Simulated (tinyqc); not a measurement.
Inside a calculation. Model: on-chip interconnect, size-dependent resistivity and RC delay.

tinyqc, about 0.01 s, one thread, Intel Xeon 2.30GHz (shared host): `OMP_NUM_THREADS=1 python tinyqc.py 2100079 2100080 out.jsonl` Printed values are rounded.

A rectangular line between two neighbours and two ground planes. Surface and grain-boundary scattering are added to the bulk resistivity as corrections; capacitances are parallel-plate values without fringing; inductance is ignored.

Inputs (values chosen for the exercise); metal values close to those of cobalt:
```
symbol  value     unit                                             meaning
rho0     6.19  uohm cm                                    bulk resistivity
lam      11.8       nm                                 bulk mean free path
ps        0.6                         specular share of surface scattering
Rg       0.49                   reflection coefficient of grain boundaries
gr        1.5                              grain size over the metal width
wd         58       nm                                    drawn line width
AR        2.6                              aspect ratio, height over width
tl        0.7       nm  liner on both walls and the bottom, not conducting
sp         58       nm                     space to the neighbouring lines
hd         72       nm     dielectric height to the planes above and below
ek        2.5                      relative permittivity of the dielectric
Mf          2                              Miller factor of the neighbours
Lw        130       um                                         line length
Rd      11000      ohm                                   driver resistance
Cl        2.3       fF                                    load capacitance
dt         94       ps                                           time step
```

Constants: eps0 = 8.8541878128e-12 F/m. Results are converted to the units shown.

## Resistivity, resistance and capacitance per length

Metal width x = wd - 2 tl, height y = AR wd - tl; grain boundaries (Mayadas-Shatzkes): al = (lam/(gr x)) Rg/(1 - Rg), g = 1/[1 - 3 al/2 + 3 al^2 - 3 al^3 ln(1 + 1/al)] - 1; surfaces (Fuchs-Sondheimer, thick limit): s = (3/8) lam (1 - ps)(1/x + 1/y); rho = rho0 (1 + g + s); r = rho/(x y); c = eps0 ek (2 wd/hd + 2 Mf AR wd/sp).

x = 56.6 nm
y = 150.1 nm
al = 0.133537
g = 0.193442
s = 0.0430642
rho = 7.65397 uohm cm
r = 9.00927 ohm/um
c = 0.265872 fF/um

rho is 1.24 times the bulk value; grain boundaries add more (0.193 against 0.0431). The liner takes 2.87 % of the cross-section.

## Ladder and Elmore delays

6 equal pi sections: series Rs = r Lw/6; node capacitances c Lw/6, halved at nodes 0 and 6, with Cl added to node 6; Rd feeds node 0. Elmore delay of node k: the sum, over the resistors on the path to k, of resistance times all capacitance downstream of it.

Rs = 195.201 ohm

| node | C (fF) | Elmore delay (ps) |
|---|---|---|
| 0 | 2.88028 | 405.496 |
| 1 | 5.76055 | 412.130 |
| 2 | 5.76055 | 417.639 |
| 3 | 5.76055 | 422.024 |
| 4 | 5.76055 | 425.284 |
| 5 | 5.76055 | 427.419 |
| 6 | 5.18028 | 428.431 |

The far-end value equals Rd (c Lw + Cl) + r Lw (c Lw/2 + Cl) for any number of pi sections; the line resistance contributes 5.35 % of it.

## Step 1: node voltages after a time step

| node | v at t = 0 (V) |
|---|---|
| 0 | 0 |
| 1 | 0 |
| 2 | 0 |
| 3 | 0 |
| 4 | 0 |
| 5 | 0 |
| 6 | 0 |

A 1 V step is applied behind Rd at t = 0. C dv/dt = -G v + b, with G the conductance matrix of the ladder (1/Rs between neighbours, 1/Rd added at node 0) and b = (1 V/Rd, 0, ...). Trapezoidal step: (C/dt + G/2) v(new) = (C/dt - G/2) v + b.

| node | v at t = 1 dt (V) |
|---|---|
| 0 | 0.262583 |
| 1 | 0.234893 |
| 2 | 0.212823 |
| 3 | 0.195844 |
| 4 | 0.183551 |
| 5 | 0.175649 |
| 6 | 0.171949 |

## Step 2: node voltages after a time step

As before.

| node | v at t = 2 dt (V) |
|---|---|
| 0 | 0.356508 |
| 1 | 0.360817 |
| 2 | 0.362519 |
| 3 | 0.362710 |
| 4 | 0.362209 |
| 5 | 0.361590 |
| 6 | 0.361217 |

## Course in time

A 1 V step is applied behind Rd at t = 0. C dv/dt = -G v + b, with G the conductance matrix of the ladder (1/Rs between neighbours, 1/Rd added at node 0) and b = (1 V/Rd, 0, ...). Trapezoidal step: (C/dt + G/2) v(new) = (C/dt - G/2) v + b. The last column solves the same ladder exactly by its modes.

Voltages (V):

| t (ps) | node 0 | node 3 | node 6 | node 6, exact |
|---|---|---|---|---|
| 94.00 | 0.2626 | 0.1958 | 0.1719 | 0.1856 |
| 188.0 | 0.3565 | 0.3627 | 0.3612 | 0.3486 |
| 282.0 | 0.5338 | 0.4853 | 0.4716 | 0.4790 |
| 376.0 | 0.5847 | 0.5942 | 0.5917 | 0.5833 |
| 470.0 | 0.7065 | 0.6703 | 0.6630 | 0.6667 |
| 564.0 | 0.7308 | 0.7419 | 0.7389 | 0.7334 |
| 658.0 | 0.8165 | 0.7885 | 0.7852 | 0.7868 |
| 752.0 | 0.8244 | 0.8361 | 0.8328 | 0.8295 |
| 846.0 | 0.8864 | 0.8641 | 0.8633 | 0.8636 |
| 940.0 | 0.8844 | 0.8961 | 0.8928 | 0.8909 |
| 1034 | 0.9307 | 0.9125 | 0.9131 | 0.9127 |
| 1128 | 0.9230 | 0.9344 | 0.9312 | 0.9302 |

The far end of the ladder reaches 0.5 V at 299.3 ps, 0.699 of its Elmore delay (ln 2 = 0.693 for a single pole); the slowest mode has a time constant of 420.9 ps. The largest error of the trapezoidal steps at that node is 14 mV. Node 0 swings up and down from step to step: the trapezoidal rule does not damp modes much faster than dt, so these swings are numerical.
